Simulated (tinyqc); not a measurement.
Comparisons within one model: quasiparticle equation with a plasmon-pole self-energy for two band edges. A value that a table varies takes the place of the one given here.

For each edge E = e + X + Sc(E), with the correlation part Sc(E) = A[0]/(E - a + w) + A[1]/(E - b - w); a and b are the valence and conduction energies that enter the Green function (a = ev, b = ec in the one-shot scheme). Z = 1/(1 - dSc/dE), dSc/dE = -A[0]/(E - a + w)^2 - A[1]/(E - b - w)^2.

Values chosen for the exercise (scales of the order of those of SiC; the results hold for these values, not for the real material):
- ev = 0 eV (mean-field valence top)
- ec = 2.22 eV (mean-field conduction edge)
- w = 21.1 eV (pole energy)
- Av = (60.6, 26.4) eV^2 (weights of the valence state on the hole and electron poles)
- Ac = (34.2, 64.5) eV^2 (the same for the conduction state)
- Xv = -2.3 eV (exchange minus the mean-field potential, valence)
- Xc = 2.43 eV (the same, conduction)

## Schemes compared

Z = 1; linearised; exact one-shot; energies updated in G (a, b); updated in G and W, where w grows by half of the opening of the gap (a rule chosen for the exercise).

Results (eV):
```
scheme               Ev     Ec    gap  opening
mean field        0.000  2.220  2.220    0.000
Z = 1            -0.560  3.060  3.620    1.400
linearised       -0.473  2.915  3.388    1.168
one-shot, exact  -0.472  2.913  3.385    1.165
update G         -0.502  2.984  3.486    1.266
update G and W   -0.559  3.037  3.596    1.376
```

What does this show?

The openings run from 1.165 (one-shot, exact) to 1.400 eV (Z = 1). Linearising moves the gap by 3 meV, updating G +101 meV and updating W a further +110 meV: once Z is kept, the level of self-consistency matters more than linearising.

## The starting point

The mean-field gap is opened by d (ev lowered by d/2, ec raised by d/2) and X is changed by the opposite amounts, so that e + X stays; one-shot and G-updated gaps.

Gaps (eV):
```
d    start  one-shot  update G
0.0  2.220    3.3853    3.4859
0.2  2.420    3.4012    3.4859
0.4  2.620    3.4170    3.4859
0.6  2.820    3.4326    3.4859
0.9  3.120    3.4558    3.4859
1.2  3.420    3.4788    3.4859
1.6  3.820    3.5090    3.4859
```

How do the results move?

The one-shot gap moves by a fraction 0.08 of any change of the starting gap, while the updated gap, 3.4859 eV, does not depend on it. The two agree where the start already equals the result, near d = 1.27 eV. A real change of starting point alters the orbitals and the screening too; this model holds both fixed.

## What each parameter does

Exact one-shot edges and Z of the valence state there. Each row changes one parameter from the base and keeps the others.

Results:
```
case                     Ev (eV)  Ec (eV)  gap (eV)       Z
base                     -0.4719   2.9135    3.3853  0.8410
w = 22.16 eV             -0.5540   2.9937    3.5477  0.8530
Xv = -2.4 eV             -0.5560   2.9135    3.4694  0.8404
Xc = 2.53 eV             -0.4719   2.9958    3.4677  0.8410
ec = 2.32 eV             -0.4680   3.0086    3.4766  0.8413
Av = (63.63, 26.4) eV^2  -0.3490   2.9135    3.2625  0.8369
Ac = (34.2, 67.73) eV^2  -0.4719   2.7838    3.2557  0.8410
```

How do the results move?

The largest shifts from the base row, up to three for each result and ties (the steps differ in size, so this ranks the rows, not the parameters). Ev (eV): Av +0.1229, Xv -0.0841, w -0.0821; unchanged at the printed digits by Xc and Ac. Ec (eV): Ac -0.1296, ec +0.0951, Xc +0.0823; unchanged at the printed digits by Xv and Av. gap (eV): w +0.1624, Ac -0.1296, Av -0.1229. Z: w +0.0120, Av -0.0041, Xv -0.0006; unchanged at the printed digits by Xc and Ac.

Computed by tinyqc, a small Python program: `OMP_NUM_THREADS=1 python tinyqc.py 1850501 1850502 out.jsonl` (the numbers bound the seed that draws the inputs); one thread of a shared host (Intel(R) Xeon(R) Processor @ 2.30GHz), about 0.02 s for the whole set of steps.
